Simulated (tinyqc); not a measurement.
Changing the width sigma_m of the model charge: correction of a charged-defect supercell by a model charge and potential alignment (plane-averaged potentials). Computed by tinyqc, a small Python program. Command: `OMP_NUM_THREADS=1 python tinyqc.py 3113857 3113858 out.jsonl align sweep`. One thread of a shared host (Intel(R) Xeon(R) Processor @ 2.30GHz), about 0.02 s of CPU time with the checks.

The "true" defect charge is (1 - x) q in a Gaussian of width sigma plus x q in one of width sigma_t, so the exact answer is known; the correction sees only a single model Gaussian of width sigma_m. A Gaussian of width s has the transform rho(G) = exp(-G^2 s^2/2), normalised to 1. A uniform background cancels q, so G = 0 is left out. Potentials are those felt by a unit positive charge. E_0 is the formation energy of the isolated defect, E_cell its value in the supercell, E_lat = E_iso - E_per of the model charge, C the true less the model potential far from the defect; the exact correction is E_0 - E_cell, and the error of a scheme is E_cell plus its correction less E_0.

Inputs (values chosen for the exercise, with screening close to that of GaN): defect charge q = 1 e; dielectric constant eps = 9.51; edge of the cubic cell L = 19.1 angstrom; width sigma of the true defect charge = 1.6 angstrom; share x of the charge in a wide tail = 0.35; width sigma_t of the tail = 3.4 angstrom; formation energy of the isolated defect E_0 = 2.3 eV.

Constants: e^2/(4 pi eps_0) = 14.39964548 eV angstrom.

Method:
- Periodic energy E_per = (2 pi q^2/(eps L^3)) (e^2/(4 pi eps_0)) sum_(G != 0) rho(G)^2/G^2, G = (2 pi/L)(n1, n2, n3), |n_i| <= 16. Isolated energy: two Gaussians of charges q_a, q_b and widths a, b interact by q_a q_b (e^2/(4 pi eps_0 eps)) sqrt(2/pi)/sqrt(a^2 + b^2), and the self-energy is half the sum over pairs.
- Supercell value E_cell = E_0 + E_per - E_iso for the true charge.
- E_lat = E_iso - E_per for the model charge; point-charge value alpha q^2 e^2/(4 pi eps_0 eps 2 L) with alpha = 2.837297.
- Plane-averaged potential at distance z from the defect: V(z) = (4 pi q/(eps L^3)) (e^2/(4 pi eps_0 e)) sum_(m != 0) rho(G_m) cos(G_m z)/G_m^2, G_m = 2 pi m/L, |m| <= 40.
- C = difference at z = L/2; E_corr = E_cell + E_lat - q C. For charges that have died out at L/2, C = (2 pi q/(eps L^3)) (e^2/(4 pi eps_0 e)) (<s^2> - sigma_m^2), <s^2> = (1 - x) sigma^2 + x sigma_t^2.

One run for each value; columns: (1) width sigma_m of the model charge (angstrom); (2) E_lat (eV); (3) alignment C (V); (4) error without alignment (meV); (5) error with alignment (rounded to 1e-4 meV) (meV):
```
(1)      (2)       (3)    (4)     (5)
0.96  0.1112  0.006446  6.536  0.0896
1.10  0.1108  0.006052  6.142  0.0896
1.30  0.1102  0.005397  5.487  0.0896
1.40  0.1098  0.005028  5.118  0.0896
1.60  0.1090  0.004209  4.299  0.0896
1.80  0.1080  0.003281  3.370  0.0896
1.90  0.1075  0.002776  2.865  0.0896
2.10  0.1064  0.001683  1.773  0.0895
```

Over the rows, E_lat (eV) falls from 0.111 to 0.106 (exponent d ln y / d ln x -0.026 between the first rows and -0.10 between the last); alignment C (V) falls from 0.00645 to 0.00168 (exponent d ln y / d ln x -0.46 between the first rows and -5.0 between the last); error without alignment (meV) falls from 6.54 to 1.77 (exponent d ln y / d ln x -0.46 between the first rows and -4.8 between the last). E_lat and q C each change with the model width, by 5 and 5 meV over the rows, while the aligned error changes by 0.0 meV.
